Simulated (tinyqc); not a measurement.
# Crystal pulling from the melt: segregation, interface stability, heat balance and point-defect regime, step by step

A worked calculation. Computed by tinyqc, a small Python program that keeps every step. Command: `OMP_NUM_THREADS=1 python tinyqc.py 3010264 3010265 out.jsonl pull walk`. One thread of a shared host (Intel(R) Xeon(R) Processor @ 2.30GHz), about 0.01 s of CPU time with the checks. Intermediate numbers are printed to about 5 digits and carried at full precision; extremes and crossings named in words are read from the listed rows.

A dilute solute; steady pulling with a flat interface unless it is found unstable.

Inputs (values chosen for the exercise, for a model semiconductor):
```
quantity                         value          unit
equilibrium coefficient k0         0.4             -
initial melt concentration C0  1.1e+20        1/cm^3
diffusivity in the melt D      0.00022        cm^2/s
kinematic viscosity nu          0.0034        cm^2/s
crystal rotation                    20           rpm
pull rate V                        1.4        mm/min
gradient in the melt G_L            11          K/cm
solid conductivity k_S            21.3       W/(m K)
melt conductivity k_L             61.5       W/(m K)
latent heat per volume L          4260        J/cm^3
melting point T_m                 1685             K
interface energy gamma            0.45         J/m^2
frozen fraction g                 0.11             -
critical ratio xi_c               0.13  mm^2/(min K)
```

Loss from the melt surface: none.

Constants: k_B = 1.380649e-23 J/K.

## Boundary layer and effective coefficient

delta = 1.61 D^(1/3) nu^(1/6) omega^(-1/2), omega = 2 pi rpm/60; k_eff = k0/[k0 + (1 - k0) exp(-V delta/D)] (Burton, Prim and Slichter); the melt at the interface is enriched by k_eff/k0.

boundary layer delta = 260.43 micrometre

V delta/D = 0.27621

k_eff = 0.46773

enrichment at the interface = 1.1693

k_eff has moved 11.3 % of the way from k0 to 1. A 10 % ripple of V gives striations of 1.47 % in C_s, since d ln k_eff/d ln V = (1 - k_eff) V delta/D.

## Concentration at the frozen fraction g

Axial profile: C_s = k_eff C0 (1 - g)^(k_eff - 1); bulk melt C_L = C_s/k_eff. Usable fraction: the g at which C_s has changed by 30 % from its first value (0.99 at most).

C_s = 5.4743e+19 1/cm^3

C_L = 1.1704e+20 1/cm^3

usable fraction = 0.38916

C_s rises along the crystal.

## Heat balance and the ratio V/G

k_S G_S = k_L G_L + L V; the largest rate for this G_S, with G_L = 0, is k_S G_S/L. Voronkov: the crystal grows vacancy-rich if V/G_S > xi_c and interstitial-rich if below; at fixed G_L the neutral rate solves V = xi_c G_S(V).

gradient in the solid G_S = 78.427 K/cm

largest rate = 2.3528 mm/min

V/G_S = 0.17851 mm^2/(min K)

neutral pull rate = 0.72862 mm/min

V/G_S is 1.37 xi_c: vacancies survive and can cluster into voids. Latent heat makes up 60 % of the flux.

## Constitutional supercooling

Liquidus slope per concentration (van 't Hoff): |m| = k_B T_m^2 (1 - k0)/L. Solute gradient at the interface: G_C = (V/D) C_s (1 - k0)/k0. Constitutional supercooling sets in when |m| G_C > G_L. Critical C_s from the equality.

|m| = 5.5211e-21 K cm^3

|m| G_C = 4.8084 K/cm

critical C_s = 1.2523e+20 1/cm^3

ratio |m| G_C/G_L = 0.43712

The interface is stable by this test, with a margin of 2.3.

## Morphological stability

Liquidus slope per concentration (van 't Hoff): |m| = k_B T_m^2 (1 - k0)/L. Solute gradient at the interface: G_C = (V/D) C_s (1 - k0)/k0. Constitutional supercooling sets in when |m| G_C > G_L. Mullins-Sekerka for a thick solute layer: a ripple of wave number w grows if S(w) = -Gam w^2 - G* + |m| G_C (w* - V/D)/(w* - (1 - k0) V/D) > 0, Gam = gamma T_m/L, G* = (k_S G_S + k_L G_L)/(k_S + k_L), w* = V/(2D) + sqrt((V/(2D))^2 + w^2). The critical C_s is that at which the maximum of S over w is zero.

critical C_s, Mullins-Sekerka = 3.3685e+20 1/cm^3

wavelength at onset = 411.15 micrometre

ratio to the constitutional value = 2.6898

The full theory allows 2.69 times more solute: the weighted gradient G* replaces G_L, and capillarity and lateral diffusion help. At g the interface is stable. Caution: the onset wavelength exceeds the stirred boundary layer, so flow cuts off the solute field assumed in this theory.

## Along the crystal

Axial profile: C_s = k_eff C0 (1 - g)^(k_eff - 1); bulk melt C_L = C_s/k_eff.

Axial profile:
```
g     C_s (1/cm^3)  C_s/C_s(0)  the same for k0, no loss  C_s over constitutional limit  C_s over Mullins-Sekerka limit
0.00    5.1450e+19      1.0000                    1.0000                         0.4108                         0.15274
0.20    5.7939e+19      1.1261                    1.1433                         0.4626                         0.17200
0.40    6.7526e+19      1.3125                    1.3587                         0.5392                         0.20046
0.60    8.3791e+19      1.6286                    1.7329                         0.6691                         0.24875
0.75    1.0761e+20      2.0915                    2.2974                         0.8593                         0.31945
0.85    1.4123e+20      2.7450                    3.1214                         1.1277                         0.41926
0.92    1.9735e+20      3.8358                    4.5514                         1.5759                         0.58587
0.97    3.3264e+20      6.4652                    8.1984                         2.6561                         0.98748
```

C_s changes by a factor 6.47 up to g = 0.97, against 8.20 for k0 without loss. The constitutional limit is passed from g = 0.85 on, the full limit nowhere.

Checks made by the program: the striation formula against a difference (relative difference below 1e-10).
